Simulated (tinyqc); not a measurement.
Small-signal admittance of a forward-biased p+-n diode: one step of the calculation.

Holes injected into a neutral base of width wb with an ohmic contact at its end; low injection, p0 far above the equilibrium density. A small voltage v exp(i w t), w = 2 pi f, modulates the edge density by p0 v/Vt, and the small-signal density obeys Dp d2p/dx2 = (1/tau + i w) p.

Problem. The same by finite differences. 9 equal intervals, h = wb/9; u = small-signal density over its edge value, u_0 = 1, u_9 = 0; u_(i-1) + b u_i + u_(i+1) = 0 with b = -2 - h^2 (1/tau + i w)/Dp; Y = (q Dp p0/(Vt h)) (-b/2 - u_1), which includes the half box at the edge.

Parameters, values chosen for the exercise; permittivity close to that of 4H silicon carbide: temperature T = 300 K; hole diffusion coefficient Dp = 2.4 cm^2/s; hole lifetime tau = 2e-9 s; width of the neutral base wb = 1 um; excess hole density at the junction edge p0 = 3.5e11 cm^-3; signal frequency f = 5.5e7 Hz.

Constants: q = 1.602176634e-19 C, kB = 1.380649e-23 J/K, Vt = kB T/q. Results are converted to the units shown.

Find: b; u; Y on the mesh.

Solution.

b = -2.026-0.018i
u, node 1 to 8: [0.8300-0.0333i, 0.6820-0.0527i, 0.5524-0.0613i, 0.4381-0.0617i, 0.3362-0.0559i, 0.2439-0.0455i, 0.1588-0.0320i, 0.0782-0.0165i]
Y on the mesh = 0.08567+0.01976i S/cm^2

Program tinyqc, `OMP_NUM_THREADS=1 python tinyqc.py 2890121 2890122 out.jsonl`; Intel Xeon 2.30GHz, shared host, one thread, about 0.01 s.
